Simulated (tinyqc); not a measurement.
Via and link resistance from two via chains.

Question. A chain of 2000 vias joined by 2000 metal links has R = 2000 (Rv + Rlink), with Rlink proportional to the link length. Find Rv, Rlink for length L, and the value of Rv that the short chain would give if the links were ignored.

resistance of chains of 2000 links with link lengths L and 3 L (ohm): [49800, 57400]

Solution. R per link is a straight line in the link length; its intercept at zero length is Rv.

Rv = 23.00 ohm
Rlink = 1.900 ohm
Rv without correction = 24.90 ohm

Computed by the program tinyqc: `OMP_NUM_THREADS=1 python tinyqc.py 2750045 2750046 out.jsonl`, one thread of a shared Intel Xeon 2.30GHz, about 0.01 s for the whole run.
